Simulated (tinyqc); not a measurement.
# From final C_5 back to diffusivity D

Model: finite-difference solution of the diffusion equation on a small grid. Computed by tinyqc, a small Python program. Command: `OMP_NUM_THREADS=1 python tinyqc.py 3011529 3011530 out.jsonl fdiff inv`. One thread of a shared host (Intel(R) Xeon(R) Processor @ 2.30GHz), about 0.02 s of CPU time with the checks.

dC/dt = D d2C/dx2 on nodes x_j = j dx, j = 0..9; the far end is sealed.

Inputs (values chosen for the exercise):

| quantity | value | unit |
|---|---|---|
| grid spacing dx | 10 | nm |
| time step dt | 20 | s |
| final time t_f | 600 | s |
| surface value C_s | 85 | % of a reference |

Boundary at x = 0: fixed surface value. Scheme: explicit.

start values C_j, j = 0, 1, ... (% of a reference): 0  0  0  0  0  0  0  0  0  0

Method:
- The operator M acts as (M C)_j = C_(j-1) - 2 C_j + C_(j+1); at the sealed far end a mirror node gives 2 C_(N-2) - 2 C_(N-1); at j = 0, C_0 is held at C_s from the start (row of zeros).
- With r = D dt/dx^2: (1 - theta r M) C(new) = (1 + (1 - theta) r M) C(old); theta = 0 explicit, 1 implicit, 1/2 Crank-Nicolson.
- The run takes n = round(t_f/dt) steps of length t_f/n.
- The dose is the trapezoidal sum of C dx; the error is the largest difference from exp(M D t/dx^2) C(0), the exact time evolution on the same grid.

Question. A run gave the result below. Find the diffusivity D, known to lie between 0.76 and 2.1 nm^2/s.

final C_5 = 16.1955 %

Answer.

Each step takes the trial c = (a f_b - b f_a)/(f_b - f_a), f being the result less the target and a, b, c the logarithms of the listed values; c replaces end b, the old b replaces a if the sign of f changed, and otherwise f_a is halved.

Scan of the range:

| diffusivity D (nm^2/s) | final C_5 (%) |
|---|---|
| 0.76 | 8.5731 |
| 0.90 | 11.1574 |
| 1.07 | 14.1377 |
| 1.26 | 17.2204 |
| 1.50 | 20.7565 |
| 1.77 | 24.3333 |
| 2.10 | 28.2576 |

False position (Illinois rule, in the logarithm of the input) inside the bracket:

| step | end a | end b | trial | final C_5 (%) |
|---|---|---|---|---|
| 1 | 1.07000 | 1.26000 | 1.19335 | 16.1691 |
| 2 | 1.26000 | 1.19335 | 1.19498 | 16.1952 |
| 3 | 1.26000 | 1.19498 | 1.19502 | 16.1958 |
| 4 | 1.19498 | 1.19502 | 1.19500 | 16.1955 |

Final C_5 rises at every point of a 13-point scan of the range (every second point is shown), so one value fits; it is bracketed by 1.07 and 1.26. Answer: diffusivity D = 1.195 nm^2/s.
